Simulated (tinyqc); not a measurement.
Conductivity against oxygen pressure: defect equilibria of an oxide against oxygen pressure (mass action). Computed by tinyqc, a small Python program. Command: `OMP_NUM_THREADS=1 python tinyqc.py 3015610 3015611 out.jsonl brouwer walk`. One thread of a shared host (Intel(R) Xeon(R) Processor @ 2.30GHz), about 0.01 s of CPU time with the checks.

Defects: oxygen vacancies V (charge +2), electrons n, holes p, the ionic partner X = O_i'' (charge -2). Activities are taken equal to concentrations.

Inputs (values chosen for the exercise, for a model oxide):
```
quantity,value,unit
reduction enthalpy H_r,4.63,eV
prefactor K_r0,1.4e+68,cm^-9 atm^(1/2)
gap E_g,3.33,eV
prefactor N_c N_v,9.6e+41,cm^-6
disorder enthalpy H_s,3.43,eV
prefactor K_s0,1e+44,cm^-6
temperature T,1300,K
electron mobility mu_n,0.046,cm^2/(V s)
hole mobility mu_p,1.1,cm^2/(V s)
vacancy diffusion prefactor D_0,0.12,cm^2/s
vacancy migration energy E_m,1.2,eV
```

Ionic disorder: anion Frenkel. Dopant (singly charged, fully ionised): none.

Constants: k_B = 8.617333262e-05 eV/K; e = 1.602176634e-19 C.

Method:
- K_r = K_r0 exp(-H_r/k_B T) = [V] n^2 P^(1/2); K_i = N_c N_v exp(-E_g/k_B T) = n p; K_s = K_s0 exp(-H_s/k_B T) = [X] [V].
- Neutrality: 2 [V] + p = n + 2 [X]. With n as the unknown, [V] = K_r/(n^2 P^(1/2)), p = K_i/n, [X] = K_s/[V]; the log ratio is ln(positive/negative).
- The root is found by 60 bisections in ln n between n = 1e-10 and 1e25 cm^-3.
- sigma_n = e n mu_n, sigma_p = e p mu_p, sigma_ion = 2 e [V] mu_V with mu_V = 2 e D/(k_B T) and D = D_0 exp(-E_m/k_B T); only the oxygen vacancies carry ionic current, and the ionic transport number is sigma_ion over the total.

K_r = 1.57313e+50 cm^-9 atm^(1/2)

K_i = 1.18219e+29 cm^-6

K_s = 5.04358e+30 cm^-6

Log10 of the conductivities in S/cm:
```
log10 P (atm),n-type,p-type,ionic,total,ionic transport number
-24,0.7001,-10.514,-2.2839,0.7005,0.0010365
-20,0.0334,-9.847,-2.9506,0.0339,0.0010365
-16,-0.6333,-9.180,-3.6172,-0.6328,0.0010365
-12,-1.2999,-8.514,-4.2839,-1.2995,0.0010365
-8,-1.9666,-7.847,-4.9506,-1.9662,0.0010365
-4,-2.6333,-7.180,-5.6172,-2.6328,0.0010367
0,-3.3006,-6.513,-6.2826,-3.2998,0.0010404
```

The ionic transport number stays at or below about 0.0010: no electrolytic window. The total has no minimum inside this range.

Extremes, crossings and ranges named in words are read from the listed rows.
